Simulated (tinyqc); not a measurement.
Coupled-perturbed Hartree-Fock on RHF in the sto-3g basis, for H2, spin multiplicity 1, step by step. One step of it, computed by the program tinyqc.

Problem. Coupled step 1. U_ai = -(mu_ai + sum_bj [4 (ai|bj) - (ab|ij) - (aj|bi)] U_bj) / (e_a - e_i); alpha = -4 sum U_ai mu_ai.

uncoupled U:
```
          i1
a2  1.278751
```

dipole integrals <a|z|i> (bohr):
```
           i1
a2  -1.130582
```

orbital energies (hartree): MO1 -0.465385, MO2 0.418746

Two-electron integrals over orbitals (pq|rs), unique and non-zero (hartree):
```
(11|11) 0.615595   (21|21) 0.200758   (22|11) 0.612678   (22|22) 0.643309
```

Give: U after step 1; polarisability.

Solution.

U after step 1:
```
       i1
a2  1.294
```

polarisability = 5.851 bohr^3
